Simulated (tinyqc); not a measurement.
# Floating body of a partially depleted SOI transistor: body voltage and kink: effects of single changes

Source at 0 V. Channel current Ic = 2 nf K Vt^2 [F(0) - F(Vd)](1 + la Vd), F(V) = ln^2(1 + exp((Vg - VT - nf V)/(2 nf Vt))), VT = VT0 - gb Vb. Saturation voltage Vs = 2 Vt sqrt(F(0)) + 3 Vt, excess Ve = (Vd - Vs + sqrt((Vd - Vs)^2 + 0.0004 V^2))/2, multiplication M1 = Ai Ve exp(-Bl/Ve). Each junction passes D(v) = J1 (exp(v/Vt) - 1) + J2 (exp(v/(2 Vt)) - 1). Bipolar current Ib = bb J1 (exp(Vb/Vt) - 1). The body settles where M1 (Ic + Ib) = D(Vb) + D(Vb - Vd) + Vb/Rb; drain current Id = (1 + M1)(Ic + Ib) - D(Vb - Vd).

Parameters, values chosen for the exercise; values of the order met in partially depleted silicon-on-insulator transistors: temperature T = 358 K; threshold at zero body voltage VT0 = 0.53 V; fall of the threshold per volt of body voltage gb = 0.34; slope factor nf = 1.33; gain factor per width K = 280 uA/(V^2 um); channel-length modulation factor la = 0.08 1/V; impact-ionisation prefactor Ai = 1.63 1/V; impact-ionisation voltage Bl = 5.3 V; diffusion saturation current of each junction J1 = 8.7e-12 uA/um; recombination saturation current of each junction J2 = 2e-7 uA/um; gain of the lateral bipolar transistor on the diffusion current bb = 1; resistance of a weak body tie to the source (1e9 stands for no tie, and the term is then dropped) Rb = 1e9 kohm um; gate voltage Vg = 0.64 V; drain voltage Vd = 1 V.

Constants: q = 1.602176634e-19 C, kB = 1.380649e-23 J/K, Vt = kB T/q. Results are converted to the units shown.

Each table varies one quantity; the others keep the values above.

## Output curve and kink

Rows with more than one solution for Vb (latch) are left out; dId/dVd by a forward difference over 1e-4 V, swing = 1e-4 V over the change of log10 Id; M1 under 1e-12 is printed as 0.

Output curve and kink:

| Vd (V) | Vb (V) | M1 | Id, floating (uA/um) | Id, grounded (uA/um) | ratio | dId/dVd, floating (uS/um) | dId/dVd, grounded (uS/um) |
|---|---|---|---|---|---|---|---|
| 0.8 | 0.4255 | 2.753e-5 | 7.471 | 1.866 | 4.003 | 21.61 | 0.1453 |
| 1 | 0.5901 | 4.151e-4 | 11.11 | 1.898 | 5.852 | 14.21 | 0.1742 |
| 1.2 | 0.6730 | 0.002757 | 13.41 | 1.939 | 6.917 | 9.647 | 0.2447 |
| 1.4 | 0.7229 | 0.01033 | 15.19 | 1.998 | 7.602 | 8.585 | 0.3583 |
| 1.6 | 0.7577 | 0.02701 | 16.98 | 2.084 | 8.144 | 9.541 | 0.5059 |
| 1.8 | 0.7841 | 0.05610 | 19.12 | 2.202 | 8.681 | 12.15 | 0.6763 |
| 2 | 0.8054 | 0.09976 | 21.95 | 2.356 | 9.318 | 16.52 | 0.8597 |
| 2.2 | 0.8237 | 0.1591 | 25.88 | 2.547 | 10.16 | 23.25 | 1.049 |

Read the table: what changes, and by how much?

Vb rises from 0.425 to 0.824 V and the ratio of the currents rises from 4.00 to 10.2. The output conductance with a floating body exceeds the grounded value by the largest factor among the rows, 149, at Vd = 0.8 V, where Vb = 0.425 V and M1 = 2.75e-5.

## Transfer curve and swing

Same model as above.

Result of one run:

| Vg (V) | Vb (V) | M1 | Id, floating (uA/um) | Id, grounded (uA/um) | ratio | swing, floating (mV/decade) | swing, grounded (mV/decade) |
|---|---|---|---|---|---|---|---|
| 0.68 | 0.5829 | 2.836e-4 | 13.88 | 2.997 | 4.632 | 439.7 | 217.0 |

What becomes of these results when the gate voltage Vg is changed from 0.68 to 0.38 V, all else the same?

Result of the changed run:

| Vg (V) | Vb (V) | M1 | Id, floating (uA/um) | Id, grounded (uA/um) | ratio | swing, floating (mV/decade) | swing, grounded (mV/decade) |
|---|---|---|---|---|---|---|---|
| 0.38 | 0.5459 | 0.002714 | 0.6691 | 0.01708 | 39.18 | 115.8 | 101.7 |

The whole series:

| Vg (V) | Vb (V) | M1 | Id, floating (uA/um) | Id, grounded (uA/um) | ratio | swing, floating (mV/decade) | swing, grounded (mV/decade) |
|---|---|---|---|---|---|---|---|
| 0.08 | 0.05517 | 0.004293 | 2.105e-5 | 1.341e-5 | 1.569 | 86.75 | 96.10 |
| 0.18 | 0.1631 | 0.004250 | 5.708e-4 | 1.499e-4 | 3.809 | 54.63 | 95.27 |
| 0.28 | 0.4094 | 0.003860 | 0.04083 | 0.001657 | 24.63 | 61.69 | 96.70 |
| 0.38 | 0.5459 | 0.002714 | 0.6691 | 0.01708 | 39.18 | 115.8 | 101.7 |
| 0.48 | 0.5891 | 0.001502 | 3.008 | 0.1448 | 20.77 | 203.4 | 116.5 |
| 0.58 | 0.5958 | 7.027e-4 | 7.474 | 0.8357 | 8.942 | 313.7 | 152.3 |
| 0.68 | 0.5829 | 2.836e-4 | 13.88 | 2.997 | 4.632 | 439.7 | 217.0 |
| 0.78 | 0.5541 | 9.765e-5 | 21.89 | 7.329 | 2.987 | 581.0 | 306.4 |
| 0.88 | 0.5080 | 2.818e-5 | 31.08 | 14.02 | 2.217 | 743.5 | 410.2 |

Vb goes from 0.0552 through a maximum of 0.596 (at Vg = 0.58 V among the rows listed) to 0.508 V. The smallest swing among the rows is 54.6 mV a decade with a floating body (at Vg = 0.18 V) and 95.3 with a grounded one; Vt ln 10 = 71.0. The floating swing is smaller by more than 3 % for Vg = 0.08, 0.18, 0.28 V, where the rising Vb lowers the threshold as Vg rises. In the first row the floating body raises the current by a factor of 1.57.

Range of the model: The multiplication law is an empirical form chosen for the exercise; self-heating and capacitive coupling to the body are left out, and the linear laws are rough once Vb passes about 0.7 V or M1 about 0.1.

Numbers from tinyqc (`OMP_NUM_THREADS=1 python tinyqc.py 2182232 2182233 out.jsonl`; about 0.2 s on one thread of a shared Intel Xeon 2.30GHz).
